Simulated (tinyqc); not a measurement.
AlGaN/GaN HEMT with access regions, lumped model: two steps of the calculation.

A polarisation-induced electron sheet under a Schottky gate, in series with two ungated access regions and contacts. Drift law v = mu E/(1 + mu E/vs) under the gate. Currents in mA/mm, resistances in ohm mm. No self-heating, no channel-length modulation; fits for polarisation, barrier and offset are chosen for the exercise.

Inputs (values chosen for the exercise); values close to those of AlGaN/GaN structures:
- x = 0.35 (aluminium share of the barrier)
- d = 15 nm (barrier thickness)
- eps_r = 9.5 (relative permittivity of barrier and channel)
- mu = 1300 cm^2/(V s) (channel mobility)
- vs = 1.2e7 cm/s (saturation velocity)
- Lg = 0.15 um (gate length)
- Ls = 1.5 um (source access length)
- Ld = 12 um (drain access length)
- Rc = 0.33 ohm mm (resistance of each contact)
- ft = 0 (share of the drain-access electrons removed by traps)
- Vg = -1 V (gate voltage)
- Ec = 2.6 MV/cm (critical field)
- te = 0.49 um (depth over which the depleted charge spreads)
- tf = 50 nm (insulator under the field plate)
- ei = 7.5 (relative permittivity of that insulator)

Constants: q = 1.602176634e-19 C, eps0 = 8.8541878128e-14 F/cm where lengths are in cm. Results are converted to the units shown.

Question 1. Polarisation charge, threshold and sheet resistance. sigma = (5e13 x + 1.6e13 x^2) cm^-2, phiB = 0.84 + 1.3 x, dEc = 0.7 (1.71 x + x^2) in volts, Cb = eps0 eps_r/d, VT = phiB - dEc - q sigma/Cb, access density n0 = -Cb VT/q. Rsh = 1/(q mu n0); largest access current q n0 vs.

Give: sigma; Cb; VT; n0; Rsh; q n0 vs.

Answer 1.

sigma = 1.946e13 cm^-2
Cb = 0.5608 uF/cm^2
VT = -4.770 V
n0 = 1.669e13 cm^-2
Rsh = 287.6 ohm
q n0 vs = 3210 mA/mm

Question 2. On-resistance and breakdown. Ron = 2 Rc + Ls/(q mu n0) + Ld/(q mu (1 - ft) n0) + Lg/(mu Cb (Vg - VT)). Off state: a depleted stretch that holds the voltage V has the peak field sqrt(k V), k = 2 q n0/(eps0 eps_r te), so one edge holds V1 = Ec^2/k. The sheet under the plate pinches off at Vf = q n0 (1/Cb + tf/(eps0 ei)); beyond it the gate edge is screened. BV = V1 if Vf >= V1, else Vf + V1, and at most Ec Ld. Specific resistance Ron (Ls + Lg + Ld); figure of merit BV^2 over it.

Find: Ron; Vf; V1; BV; specific resistance; figure of merit.

Answer 2.

Ron = 4.5972 ohm mm
Vf = 24.908 V
V1 = 52.085 V
BV = 76.994 V
specific resistance = 0.62751 mohm cm^2
figure of merit = 9.4468 MW/cm^2

The plate raises BV by a factor of 1.48.

Numbers from tinyqc (`OMP_NUM_THREADS=1 python tinyqc.py 2570127 2570128 out.jsonl`; about 0.01 s on one thread of a shared Intel Xeon 2.30GHz).
